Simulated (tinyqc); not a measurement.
From results back to parameters: two-dimensional electron gas with Rashba and Dresselhaus coupling. Three cases, with inputs chosen for the exercise.

Problem. For pure Rashba coupling above the band crossing, k_outer - k_inner = al m/c with c = hbar^2/2m0, and each branch holds k^2/(4 pi) electrons per area. Beating of Shubnikov-de Haas oscillations gives the two densities; those below come from a hidden al (1e11/cm^2 = 1e-5/angstrom^2).

Constants: hbar^2/2m0 = 3.80998211 eV angstrom^2.

Find: k_outer, k_inner; al.

Method. k = sqrt(4 pi n) for each branch, and al = c (k_outer - k_inner)/m.

Case 1.

Values chosen (out of a larger set: of the size met in InSb; not measured data): m = 0.0149 m0 (mass).

densities (1e11/cm^2): outer 5.884301, inner 5.115699

Solution.

k_outer, k_inner (1/angstrom): 0.02719  0.02535

al = 0.470 eV angstrom

Case 2.

Values chosen (out of a larger set: of the size met in GaAs; not measured data): m = 0.0668 m0 (mass).

densities (1e11/cm^2): outer 1.444409, inner 1.355591

Solution.

k_outer, k_inner (1/angstrom): 0.01347  0.01305

al = 0.0240 eV angstrom

Case 3.

Values chosen (out of a larger set: of the size met in GaAs; not measured data): m = 0.0688 m0 (mass).

densities (1e11/cm^2): outer 2.750289, inner 2.649711

Solution.

k_outer, k_inner (1/angstrom): 0.01859  0.01825

al = 0.0190 eV angstrom

Computed by tinyqc, one run a case: `OMP_NUM_THREADS=1 python tinyqc.py N N+1 out.jsonl` with N = 1480008, 1480044, 1480087; one thread of a shared Intel(R) Xeon(R) Processor @ 2.30GHz, about 0.01 s a run at most.
